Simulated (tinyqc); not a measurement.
What each parameter does: strain-driven crossing of the Gamma and L valleys in a germanium-like crystal.

Biaxial loads: e0 is the in-plane strain e_par and the normal is free. (001): e_perp = -2 (C12/C11) e_par; exx = eyy = e_par, ezz = e_perp, no shear. (111): e_perp = -(2 C11 + 4 C12 - 4 C44)/(C11 + 2 C12 + 4 C44) e_par; exx = eyy = ezz = (2 e_par + e_perp)/3 and exy = eyz = ezx = (e_perp - e_par)/3. (110): e_perp = -(C11 + 3 C12 - 2 C44)/(C11 + C12 + 2 C44) e_par; exx = eyy = (e_par + e_perp)/2, ezz = e_par, exy = (e_perp - e_par)/2, eyz = ezx = 0. Uniaxial loads: a stress along n, scaled so that n.e.n = e0, with exx = s11 sxx + s12 (syy + szz), exy = s44 sxy/2, s11 = (C11 + C12)/((C11 - C12)(C11 + 2 C12)), s12 = -C12/((C11 - C12)(C11 + 2 C12)), s44 = 1/C44.

Edges from the unstrained valence top: Gamma at Eg + ac tr(e); an L valley with unit axis u at EgL + aL tr(e) + XuL (u.e.u - tr(e)/3), u along [111], [1-1-1], [-11-1], [-1-11]; valence edges are the levels of the 6 x 6 matrix of X, Y, Z times spin with -Dso/3 + l exx + m (eyy + ezz) on the diagonal (cyclic), n exy off it, l = av + 2 b, m = av - b, n = sqrt(3) d. Spin-orbit term (Dso/3) L.sigma on X, Y, Z with (L_k)_ij = -i epsilon_kij: <X+|H|Y+> = -i Dso/3, <X+|H|Z-> = Dso/3, <Y+|H|Z-> = -i Dso/3, <Z+|H|X-> = -Dso/3, <Z+|H|Y-> = i Dso/3, <X-|H|Y-> = i Dso/3, and their conjugates; + and - are the spin along z.

Values chosen for the exercise (near those of Ge, gaps at low temperature; the results hold for these values, not for the real material):
- Eg = 0.893 eV (gap at Gamma to the s-like level)
- EgL = 0.756 eV (gap to L)
- Dso = 0.293 eV (spin-orbit splitting)
- ac = -8.3 eV (conduction deformation potential)
- av = 1.25 eV (valence hydrostatic potential)
- b = -2.51 eV (tetragonal shear potential)
- d = -5.2 eV (trigonal shear potential)
- aL = -1.58 eV (hydrostatic potential of the L edge, Xd + Xu/3)
- XuL = 17.05 eV (uniaxial potential, L)
- C11 = 130 GPa
- C12 = 48.5 GPa
- C44 = 67.3 GPa
- load = uniaxial [100] (kind of strain)
- e0 = 0.0449 (size of the strain)

Direct gap, Gamma minus the lowest L edge and the valence splitting.

One parameter was then changed.

Results before and after:

| case | direct gap (eV) | Gamma - L (meV) | valence splitting (meV) |
|---|---|---|---|
| base | 0.5539 | -0.8 | 145.4 |
| changed | 0.5284 | -26.3 | 145.4 |

Which of these changes was made? (a) C12 = 41.225 GPa; (b) av = 1.0625 eV; (c) e0 = 0.03817; (d) b = -2.1335 eV; (e) ac = -9.545 eV; (f) Dso = 0.33695 eV; (g) aL = -1.343 eV.

Answer: (e) ac = -9.545 eV. Of the candidates, run in turn, only this one gives the changed row.

All candidates:

| case | direct gap (eV) | Gamma - L (meV) | valence splitting (meV) |
|---|---|---|---|
| base | 0.5539 | -0.8 | 145.4 |
| aL = -1.343 eV | 0.5539 | -5.6 | 145.4 |
| C12 = 41.225 GPa | 0.5308 | -19.4 | 144.2 |
| e0 = 0.03817 | 0.6047 | 19.9 | 136.9 |
| Dso = 0.33695 eV | 0.5539 | -0.8 | 158.8 |
| av = 1.0625 eV | 0.5577 | -0.8 | 145.4 |
| ac = -9.545 eV | 0.5284 | -26.3 | 145.4 |
| b = -2.1335 eV | 0.5754 | -0.8 | 136.9 |

(tinyqc, `OMP_NUM_THREADS=1 python tinyqc.py 1081491 1081492 out.jsonl`, Intel(R) Xeon(R) Processor @ 2.30GHz, 1 thread, shared host, about 0.01 s.)
